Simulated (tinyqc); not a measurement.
Single-electron transistor, orthodox theory and master equation: two steps of the calculation.

A metal island with n extra electrons joins the left lead (voltage V) and the right lead (0 V) by tunnel junctions and couples to a gate. Cs = CL + CR + Cg. Adding electron n + 1 costs mu(n) = [q (n + 1/2) - CL V - Cg Vg]/Cs (in volts); the Fermi levels are -V (left) and 0 (right). A jump that gains the energy W has the rate G(W) = (W/q)/(R [1 - exp(-W/Vt)]), W in volts, Vt = kB T/q. Sequential tunnelling only; I > 0 flows from left to right.

Inputs (values chosen for the exercise):
- CL = 0.95 aF (capacitance of the left junction)
- CR = 0.48 aF (capacitance of the right junction)
- Cg = 0.23 aF (gate capacitance)
- T = 20 K (temperature)
- V = 35 mV (bias of the left lead)
- Vg = 300 mV (gate voltage)
- n0 = 0 (lowest charge state kept)
- n1 = 1 (highest charge state kept)

Constants: q = 1.602176634e-19 C, kB = 1.380649e-23 J/K, Vt = kB T/q. Results are converted to the units shown.

Task 1. Charging energy and addition levels. q/Cs, the gate period q/Cg, and mu(n) for the transitions kept.

Wanted: q/Cs; q/Cg; kB T/(q^2/Cs); mu(n).

Result 1.

q/Cs = 96.52 mV
q/Cg = 696.6 mV
kB T/(q^2/Cs) = 0.01786
mu(n), n to n + 1, n 0 to 0 (mV): [-13.34]

Task 2. Probabilities and current. Steady state: p(n + 1)/p(n) = (sum of on rates)/(sum of off rates), normalised. I = q sum_n [p(n + 1) (off to left) - p(n) (on from left)].

on from left, n to n + 1, n 0 to 0 (1/ns): [7.5862398e-4]
on from right, n to n + 1, n 0 to 0 (1/ns): [2.6866403]
off to left, n to n + 1, n 0 to 0 (1/ns): [218.07050]
off to right, n to n + 1, n 0 to 0 (1/ns): [0.0011699520]

Give: p(n); I; mean n.

Result 2.

p(n), n 0 to 1: [0.9878, 0.01217]
I = 0.4252 nA
mean n = 0.01217

Two plain resistors in series would pass 1.11 nA; this is 38.4 % of that. 2 charge states hold more than 1 % each.

Range of the model: Cotunnelling, which dominates deep in the blockade, is left out.

Program tinyqc, `OMP_NUM_THREADS=1 python tinyqc.py 2780042 2780043 out.jsonl`; Intel Xeon 2.30GHz, shared host, one thread, about 0.01 s.
